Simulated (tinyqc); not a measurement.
Inside a calculation: polytypes by hexagonality, and a cubic inclusion as a quantum well. Values are carried at full precision from step to step, so a last printed digit may differ when a step is redone from the rounded ones.

A layer is h if its two neighbours in the periodic sequence sit on the same site, k otherwise; the hexagonality h is the share of h layers.

Constants: hbar^2/2m0 = 3.80998211 eV angstrom^2.

Values chosen for the exercise (of the order of those of GaAs; shifted at random, so the results belong to these values and not to a real crystal): E3 = 1.511 eV (gap of the cubic polytype); E2 = 1.53 eV (gap of 2H); Ev2 = 0.121 eV (valence top of 2H above that of 3C); P2 = 0.002 C/m^2 (spontaneous polarisation of 2H); m = (0.064, 0.068) m0 (electron mass along c in the cubic layer and in the host); d = 3.252 angstrom (thickness of a double layer); eps = 13.1 (dielectric constant); N = 6 (double layers in the cubic inclusion).

## Hexagonality

Stacking sequences:
```
polytype               sequence
2H                           AB
15R             ABCACBCABACABCB
9R                    ABCBCACAB
3C                          ABC
21R       ABCACBACABCBACBCABACB
```

Give the h/k string and h of each.

Hexagonality:
```
polytype             h/k string       h
2H                           hh  1.0000
15R             hkkhkhkkhkhkkhk  0.4000
9R                    hkhhkhhkh  0.6667
3C                          kkk  0.0000
21R       hkkhkkkhkkhkkkhkkhkkk  0.2857
```

## Gaps and band edges

Gap: E3 + (E2 - E3) h. Valence top Ev2 h and polarisation P2 h, both counted from 3C; Ec = Ev + gap.

Evaluate for each polytype.

Results:
```
polytype  gap (eV)  Ev (eV)  Ec (eV)  P (C/m^2)
2H          1.5300   0.1210   1.6510    0.00200
15R         1.5186   0.0484   1.5670    0.00080
9R          1.5237   0.0807   1.6043    0.00133
3C          1.5110   0.0000   1.5110    0.00000
21R         1.5164   0.0346   1.5510    0.00057
```

The widest gap is that of 2H, the narrowest that of 3C. Ev and Ec both rise with h, so 3C collects electrons and the more hexagonal side holes: a staggered line-up.

## The bound level without the field

A cubic inclusion of width L = N d in the host (h = 1) is a well of depth V = Ec(host) - Ec(3C). Square well with mass mismatch: k tan(k L/2) = (m_w/m_b) q, k = sqrt(m_w E/c), q = sqrt(m_b (V - E)/c), c = hbar^2/2m0, lowest root. The depth of the level, V - E, is its binding, and the transition to the valence top of the host is gap(host) - (V - E). The step in polarisation gives a field |F| = |P|/(eps eps0) in a thin inclusion, eps0 = 8.8541878e-12 F/m.

Give V, L, the level E, its depth below the host conduction edge and the transition to the valence top of the host, gap(host) - (V - E).

V = 0.1400 eV
L = 19.512 angstrom
E above the bottom = 0.1146 eV
depth below the host edge = 0.0254 eV
transition = 1.5046 eV

The level keeps 18 % of the well depth. The transition lies below the gap of 3C itself (1.511 eV), which only a staggered line-up allows.

## The polarisation field

Give |F|, the drop |F| L, the bound charge |P|/e per cm^2 (e = 1.602176634e-19 C), and, as a first estimate, the shift -|F| L/2 of the transition for an electron centred in the layer and a hole in the host on the high side.

|F| = 0.172 MV/cm
drop = 33.6 meV
bound charge = 1.25e+12 cm^-2
estimated shift = -16.8 meV

The drop is 24 % of the well depth. The host edge on the low side sinks by 17 meV against the centre, less than the 25 meV by which the flat well binds.

## Checks

- Square-well root against finite differences on a grid of 0.5 angstrom (eV): both 0.115.

Run: tinyqc, `OMP_NUM_THREADS=1 python tinyqc.py 1881283 1881284 out.jsonl`; Intel(R) Xeon(R) Processor @ 2.30GHz, one thread, shared host; about 0.09 s of CPU time with all checks.
